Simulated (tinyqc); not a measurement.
Field-effect mobility of a thin-film transistor with band-tail and deep states (multiple trapping): one step, computed by the program tinyqc. Command: `OMP_NUM_THREADS=1 python tinyqc.py 3011203 3011204 out.jsonl tft walk`. One thread of a shared host (Intel(R) Xeon(R) Processor @ 2.30GHz), about 0.04 s of CPU time with the checks.

A thick film in accumulation at small drain voltage. Only free electrons move; trapped ones still screen the gate. N_c and mu_0 are held fixed when T changes, leaving out the T^(3/2) growth of N_c. x = E_0 - psi is the distance of the Fermi level below the band edge.

Task: Free and trapped densities. F_j(eta) = int_0^infinity x^j/(1 + exp(x - eta)) dx, without a gamma-function factor. Integrals over x = E/(k_B T) use 160 Gauss-Legendre points in u = sqrt(x) from 0 to sqrt(max(eta, 0) + 32). Free n(x) = N_c (2/sqrt(pi)) F_1/2(-x/k_B T), with F_1/2 from its two-term series in exp(-x/k_B T) for x >= 12 k_B T; tail n_t(x) = int_0^1.2eV g_t exp(-E/E_t)/(1 + exp((x - E)/k_B T)) dE, E counted down from the edge, 120 Gauss-Legendre points; deep charge g_d psi; space charge rho(psi) = n + n_t + g_d psi less its value at psi = 0.

Inputs (values chosen for the exercise, modelled on polycrystalline silicon):
```
quantity                           value         unit
effective density of states N_c  2.6e+19       1/cm^3
tail density at the edge g_t     1.2e+21  1/(eV cm^3)
tail width E_t                        53          meV
temperature T                        250            K
```

Deep states: included.

Constants: k_B = 8.617333262e-05 eV/K.

Give: Local densities at x = 0.4, 0.3, 0.2, 0.15, 0.1, 0.05, 0 and -0.05 eV.

Result:

Local densities at x = 0.4, 0.3, 0.2, 0.15, 0.1, 0.05, 0 and -0.05 eV:
```
x (eV)  n (1/cm^3)  n_t (1/cm^3)  n/(n + n_t)
0.40     2.246e+11     4.477e+16    5.016e-06
0.30     2.329e+13     2.953e+17    7.886e-05
0.20     2.416e+15     1.945e+18    1.241e-03
0.15     2.460e+16     4.965e+18    4.930e-03
0.10     2.498e+17     1.244e+19    1.968e-02
0.05     2.469e+18     2.890e+19    7.869e-02
0.00     1.989e+19     5.163e+19    2.781e-01
-0.05    8.619e+19     6.189e+19    5.820e-01
```

E_t/k_B T = 2.46: deep in the tail n_t follows exp(-x/E_t), more slowly than n, so the free share grows as the Fermi level rises.
